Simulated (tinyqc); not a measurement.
Worked calculation: domain walls in a thin film with perpendicular anisotropy: Bloch, Neel and chiral walls, motion and stripe domains. Computed by tinyqc, a small Python program that keeps every step. Command: `OMP_NUM_THREADS=1 python tinyqc.py 3015551 3015552 out.jsonl mwall walk`. One thread of a shared host (Intel(R) Xeon(R) Processor @ 2.30GHz), about 0.01 s of CPU time with the checks. Intermediate numbers are printed to about 6 digits and carried at full precision; extremes and crossings named in words are read from the listed rows.

One-dimensional wall: polar angle theta(x), azimuth phi of the moment in the wall (phi = 0 Neel, 90 degrees Bloch). mu_0 = 1.25663706212e-6 T m/A, gamma = 1.76085963023e11 rad/(s T).

Inputs (values chosen for the exercise, for a model film): saturation magnetisation M_s = 687 kA/m; exchange stiffness A = 11 pJ/m; uniaxial anisotropy K_u = 390 kJ/m^3; DMI constant D = 0.17 mJ/m^2; thickness t = 1.6 nm; damping alpha = 0.11; field mu_0 H_z = 4.2 mT.

Drive: magnetic field.

## Width and energy of the Bloch wall

K_eff = K_u - mu_0 M_s^2/2; Delta = sqrt(A/K_eff); sigma_0 = 4 sqrt(A K_eff); profile theta = 2 arctan exp(x/Delta); quality factor Q = 2 K_u/(mu_0 M_s^2).

K_eff = 93.4531 kJ/m^3

width parameter Delta = 10.8492 nm

sigma_0 = 4.05558 mJ/m^2

quality factor Q = 1.31514

## Bloch or Neel

sigma(phi) = sigma_0 + 2 Delta K_D cos^2(phi) - pi D cos(phi), with the wall shape anisotropy K_D = N_x mu_0 M_s^2/2, N_x = t ln 2/(pi Delta). The minimum has cos(phi) = D/D_N for D < D_N = 4 Delta K_D/pi and phi = 0 beyond; sigma turns negative at D_c = (sigma_0 + 2 Delta K_D)/pi.

K_D = 9.64916 kJ/m^3

D_N = 0.133290 mJ/m^2

azimuth phi = 0 degrees

wall energy sigma = 3.73088 mJ/m^2

D_c = 1.35758 mJ/m^2

A pure chiral Neel wall. D is 0.13 of D_c.

## Walker breakdown

Field drive: steady motion v = gamma Delta B/alpha needs B = (alpha/2) [2 B_D sin(phi) - B_K sin(2 phi)] in size, B_K = 2 K_D/M_s, B_D = pi D/(2 M_s Delta), with phi moving from its rest value; the Walker field B_W is the largest value of |B_D sin(phi) - (B_K/2) sin(2 phi)| times alpha, reached at cos(phi) = [d - sqrt(d^2 + 8)]/4, d = B_D/B_K. Far above B_W/alpha, v = gamma Delta B alpha/(1 + alpha^2); this is used for all B above B_W.

B_K = 28.0907 mT

B_D = 35.8272 mT

Walker field B_W = 4.76141 mT

velocity at B_W = 82.6927 m/s

velocity at B = 72.9425 m/s

B is below B_W: steady motion. Without D, B_W would be alpha B_K/2 = 1.54 mT, so D raises it 3.1 times.

## Stripe domains

Dipolar length l = sigma/(mu_0 M_s^2); for t much smaller than the period the domain width is w = 0.955 t exp(pi l/t) (Kaplan and Gehring), given as log10 of w in nm.

dipolar length l = 6.29055 nm

log10 of the domain width in nm = 5.54829

Equilibrium domains are about 350000 nm wide.

## Raising D

The formulas are those given above.

Wall against D; the last column is the Kaplan-Gehring width, log10[0.955 t exp(pi sigma/(mu_0 M_s^2 t))/nm], with a dash where it falls below 10 Delta and the formula fails:
```
D (mJ/m^2)  phi (degrees)  sigma (mJ/m^2)  sigma/sigma_0  log10 domain width
0.027             78.3130         4.04699       0.997882             6.00279
0.067             59.8237         4.00268       0.986956             5.93908
0.110             34.3846         3.91299       0.964840             5.81012
0.270              0.0000         3.41672       0.842474             5.09660
0.540              0.0000         2.56849       0.633323             3.87704
0.810              0.0000         1.72026       0.424172             2.65748
1.100              0.0000         0.80920       0.199528                   -
1.200              0.0000         0.49504       0.122065                   -
```

D_N is 10 % of D_c, so a small D fixes the chirality long before it lowers the energy much. Beyond D_N sigma falls by pi per unit of D, and the domain width, which has sigma in an exponent, drops by 3.3 decades over the valid rows (values above 6 mean a single domain in any device).

Checks made by the program: sigma_0 against the integral over the profile (relative difference below 1e-10); B_W against a scan of phi (relative difference below 1e-10).
